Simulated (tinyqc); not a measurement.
Worked calculation: FCI on RHF in the cc-pvdz basis, for He, spin multiplicity 1. One step of it, computed by the program tinyqc.

Problem. FCI: determinants and Hamiltonian. Slater-Condon rules over spin orbitals, with the nuclear repulsion added and E(HF) subtracted on the diagonal. Only determinants linked to the reference directly or through others are kept (one block of an abelian symmetry group), so some states are absent.

one-electron integrals over orbitals h = C^T H C (hartree):
```
           1          2         3         4         5
1  -1.941013   0.316447  0.000000  0.000000  0.000000
2   0.316447  -0.090238  0.000000  0.000000  0.000000
3   0.000000   0.000000  0.784997  0.000000  0.000000
4   0.000000   0.000000  0.000000  0.784997  0.000000
5   0.000000   0.000000  0.000000  0.000000  0.784997
```

Two-electron integrals over orbitals (pq|rs), unique and non-zero (hartree):
```
(11|11) 1.026865    (21|11) -0.316447   (21|21) 0.227505    (22|11) 0.857592
(22|21) -0.255195   (22|22) 0.765495    (31|31) 0.183149    (32|31) -0.025386
(32|32) 0.028529    (33|11) 0.961262    (33|21) -0.230485   (33|22) 0.774953
(33|33) 1.040531    (41|41) 0.183149    (42|41) -0.025386   (42|42) 0.028529
(43|43) 0.063706    (44|11) 0.961262    (44|21) -0.230485   (44|22) 0.774953
(44|33) 0.913119    (44|44) 1.040531    (51|51) 0.183149    (52|51) -0.025386
(52|52) 0.028529    (53|53) 0.063706    (54|54) 0.063706    (55|11) 0.961262
(55|21) -0.230485   (55|22) 0.774953    (55|33) 0.913119    (55|44) 0.913119
(55|55) 1.040531
```

nuclear repulsion = 0 hartree

Hartree-Fock energy = -2.85516048 hartree

Give: determinants; H - E(HF) between determinants.

Solution.

Occupation strings over the orbitals (2 doubly, a alpha, b beta, 0 empty; spin orbitals ordered 1a 1b 2a 2b ...): 20000 ab000 ba000 02000 00200 00020 00002

H - E(HF) between determinants (hartree):
```
        20000    ab000    ba000    02000    00200    00020    00002
20000  0.0000   0.0000   0.0000   0.2275   0.1831   0.1831   0.1831
ab000  0.0000   1.6815  -0.2275   0.0613  -0.0254  -0.0254  -0.0254
ba000  0.0000  -0.2275   1.6815  -0.0613   0.0254   0.0254   0.0254
02000  0.2275   0.0613  -0.0613   3.4402   0.0285   0.0285   0.0285
00200  0.1831  -0.0254   0.0254   0.0285   5.4657   0.0637   0.0637
00020  0.1831  -0.0254   0.0254   0.0285   0.0637   5.4657   0.0637
00002  0.1831  -0.0254   0.0254   0.0285   0.0637   0.0637   5.4657
```
